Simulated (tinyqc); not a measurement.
Six materials: three-level Kane formulas for mass and g factor.

1/m = 1 + (Ep/3)(2/Eg + 1/(Eg + Dso)), g = 2 - (2 Ep/3)(1/Eg - 1/(Eg + Dso)). The inputs are values chosen for the exercise.

Results:
```
case         Eg (eV)  Dso (eV)  Ep (eV)  m (m0)        g   Eg/Ep
A near InSb    0.231     0.812     23.2  0.0133  -50.126  0.0100
B near InAs    0.413     0.385     21.5  0.0224  -14.744  0.0192
C near GaAs    1.496     0.335     25.8  0.0582   -0.104  0.0580
D near InP     1.419     0.108     20.8  0.0653    1.309  0.0682
E near CdTe    1.637     0.927     18.9  0.0897   -0.783  0.0866
F near GaSb    0.824     0.756     27.1  0.0349   -8.491  0.0304
```

The mass follows the gap: m/(Eg/Ep) lies between 0.96 and 1.33, while m itself spans a factor of 6.8. The order by mass differs from the order by gap. g is negative for A, B, C, E and F; it needs Ep Dso > 3 Eg (Eg + Dso). Where g is small, two larger terms cancel: 5 % in Ep moves g by (2 - g)/20, and the levels left out move it by tenths. Remote bands, left out here, make real masses heavier, by up to a half in the wider-gap crystals. All rows are for the Gamma valley, which is not the lowest one in GaP and Ge.

Program tinyqc; command `OMP_NUM_THREADS=1 python tinyqc.py 1050180 1050181 out.jsonl`; about 0.01 s on one thread of a shared Intel(R) Xeon(R) Processor @ 2.30GHz.
